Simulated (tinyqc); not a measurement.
Donors with valley-orbit split 1s states: one step. Neutrality. Two cases, with inputs chosen for the exercise.

Problem. Solve for eta.

Each donor binds at most one electron, in any of its states. For a site s, W_s = sum over its states of g exp(E/kT), and the ionised share is 1/(1 + W_s exp(eta)), eta = (EF - Ec)/kT; n = Nc F_1/2(eta); neutrality n + NA = ND x (mean ionised share); holes are neglected. Nc from N = 2 (m kB T/(4 pi c))^(3/2) with c = hbar^2/2m0, in 1/angstrom^3; times 1e24 for 1/cm^3, m = md. F_j(eta) = (1/Gamma(j + 1)) integral_0^infinity x^j dx/(1 + exp(x - eta)), which tends to exp(eta) for eta << 0.

Case 1.

Values chosen (out of a larger set: near those of As in Si; not measured data): ND = 1.9e+17 1/cm^3 (donors); NA = 0 1/cm^3 (compensating acceptors, all ionised).

Nc = 1.798957e+19 1/cm^3

W_s: donor 83.60148

Case 2.

Values chosen (out of a larger set: near those of Sb in Si; not measured data): ND = 1.1e+16 1/cm^3 (donors); NA = 0 1/cm^3 (compensating acceptors, all ionised).

Nc = 2.042197e+19 1/cm^3

W_s: donor 57.68264

Give: eta; n; ionised share.

Solution.

Case 1.

eta = -4.996
n = 1.21e+17 1/cm^3

ionised share: donor 0.639

n is 0.639 of ND - NA.

Case 2.

eta = -7.556
n = 1.07e+16 1/cm^3

ionised share: donor 0.971

n is 0.971 of ND - NA.

Computed by tinyqc, one run a case: `OMP_NUM_THREADS=1 python tinyqc.py N N+1 out.jsonl` with N = 1680926, 1681072; one thread of a shared Intel(R) Xeon(R) Processor @ 2.30GHz, about 0.01 s a run at most.
